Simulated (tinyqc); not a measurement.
Four-point probe, van der Pauw, Hall and spreading-resistance readings of a semiconductor layer: one step, computed by the program tinyqc. Command: `OMP_NUM_THREADS=1 python tinyqc.py 3112931 3112932 out.jsonl probe walk`. One thread of a shared host (Intel(R) Xeon(R) Processor @ 2.30GHz), about 0.01 s of CPU time with the checks.

The layer is uniform and ohmic; contacts are points unless a radius is given.

Task: Hall reading. V_H = r_H I B/(e n t); apparent density n/r_H; Hall mobility r_H mu; Hall angle tan = r_H mu B (SI).

Inputs (values chosen for the exercise, modelled on p-type silicon):

| quantity | value | unit |
|---|---|---|
| carrier density n | 4.8e+16 | 1/cm^3 |
| drift mobility mu | 300 | cm^2/(V s) |
| layer thickness t | 370 | micrometre |
| current I | 4 | mA |
| magnetic field B | 0.9 | T |
| Hall factor r_H | 0.77 | - |

Backing of the layer: insulating.

Constants: e = 1.602176634e-19 C.

Give: Hall voltage; apparent density; Hall mobility; tangent of the Hall angle.

Result:

Hall voltage = 0.9742 mV

apparent density = 6.234e+16 1/cm^3

Hall mobility = 231 cm^2/(V s)

tangent of the Hall angle = 0.02079
